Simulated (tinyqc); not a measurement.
Gupta-type many-body potential for a metal: one step, computed by the program tinyqc. Command: `OMP_NUM_THREADS=1 python tinyqc.py 3006483 3006484 out.jsonl gupta walk`. One thread of a shared host (Intel(R) Xeon(R) Processor @ 2.30GHz), about 0.02 s of CPU time with the checks.

E_i = sum_j A exp(-p (r_ij/r0 - 1)) - xi rho_i^gamma, with rho_i = sum_j exp(-2 q (r_ij/r0 - 1)); gamma = 1/2 is the tight-binding second-moment form. The crystal is fcc unless stated; d is the neighbour distance and a fixed number of shells is kept.

Question. Unrelaxed vacancy. Each neighbour j of the vacancy loses one repulsive term and one density term: E_v = sum_shells count x {-repulsion - xi [(rho - density)^gamma - rho^gamma]}. (The removed atom returns to a bulk-like site, so its own energy cancels.)

Inputs (values chosen for the exercise, for a model metal): hopping xi = 0.918 eV; embedding exponent gamma = 0.55.

Shells:
```
shell  count  r (angstrom)  repulsion (eV)    density
1         12      2.903760    9.448691e-02  0.9692172
2          6      4.106536    9.297878e-04  0.0758343
3         24      5.029459    2.681439e-05  0.0107344
```

density rho = 12.34324

repulsive energy = 1.140065 eV

Give: vacancy energy E_v; ratio E_v/E_c, E_c = xi rho^gamma less the repulsive energy.

Answer.

vacancy energy E_v = 0.906 eV

ratio E_v/E_c, E_c = xi rho^gamma less the repulsive energy = 0.360

A pair potential gives E_v = E_c; here the ratio is 0.36, as the remaining bonds of the neighbours strengthen when one is lost.
